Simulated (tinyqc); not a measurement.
Inside a calculation. Method: coherent transport through a tight-binding region between two chains. One step of it, computed by the program tinyqc.

Question. Transmission at E = -0.62 eV. Surface Green function g = (E - i sqrt(4 t^2 - E^2)) / (2 t^2); self-energy tc^2 g on each contact site; G = (E - H - Sigma)^(-1); Gamma = -2 Im Sigma; T = Gamma_L Gamma_R |G_LR|^2; local density of states -Im G_ii / pi.

H of the central region (eV):
```
[[-0.420000, -0.620000],
 [-0.620000, 0.580000]]
```

Leads: semi-infinite chains with site energy 0:
```
parameter                           value
lead hopping t (eV)              1.600000
coupling to the left lead (eV)   1.080000
coupling to the right lead (eV)  0.820000
left contact site                       1
right contact site                      2
```

E = -0.620000 eV

Give: g; G; local density of states; transmission.

Answer.

g = -0.1211-0.6132i 1/eV

G (1/eV):
```
[[0.3282-1.1128i, 0.3603-0.4840i],
 [0.3603-0.4840i, -0.5242-0.4615i]]
```

local density of states (1/eV): [0.3542, 0.1469]

transmission = 0.4294
